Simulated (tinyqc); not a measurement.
## Junctionless gate-all-around wire, depletion approximation: effect of the insulator thickness on the threshold

A uniformly doped n-type wire of radius R under a surrounding gate; long channel. Below flat band a shell from radius rc to R is fully depleted and the neutral core, at channel potential V (0 at the source, Vd at the drain), carries the current with constant mobility; s = (rc/R)^2 is the share of the cross-section that conducts. The edge of the depleted shell is taken as abrupt, so there is no subthreshold current.

Cox = eps0 eox/(R ln(1 + tox/R)); A = q Nd R^2/(4 eps0 eps_r); B = q Nd R/(2 Cox); VT = Vfb - A - B. The flat-band conductance is G0 = q mu Nd pi R^2/L.

Parameters, values chosen for the exercise; material values those of a made-up semiconductor:
- eps_r = 11.1 (relative permittivity of the semiconductor)
- eox = 22 (relative permittivity of the gate insulator)
- R = 10 nm (wire radius)
- Nd = 5.8e18 cm^-3 (donor density)
- Vfb = 0.38 V (flat-band voltage)
- mu = 39 cm^2/(V s) (effective mobility in the wire)
- L = 0.1 um (gate length)

Constants: q = 1.602176634e-19 C, eps0 = 8.8541878128e-14 F/cm where lengths are in cm. Results are converted to the units shown.

The same in every row: A (V) = 0.2364; G0 (uS) = 11.39.

Results:
```
tox (nm)  Cox (uF/cm^2)    B (V)    VT (V)
3.1               7.214  0.06441   0.07921
4.5               5.242  0.08863   0.05499
6.5               3.890   0.1194   0.02417
14                2.225   0.2088  -0.06520
20                1.773   0.2620   -0.1184
28                1.459   0.3184   -0.1748
```

Estimate the missing row, tox = 9.4 nm.

Computed row:
```
tox (nm)  Cox (uF/cm^2)   B (V)    VT (V)
9.4               2.939  0.1581  -0.01445
```

With this row back in the table: As tox goes from 3.1 to 28 nm, VT falls from 0.0792 to -0.175 V and G0 stays at 11.4 uS. A + B goes on average as tox^(0.28). The device is normally off (VT > 0) in 3 of the 7 rows.

tinyqc, about 0.01 s, one thread, Intel Xeon 2.30GHz (shared host): `OMP_NUM_THREADS=1 python tinyqc.py 2460027 2460028 out.jsonl`
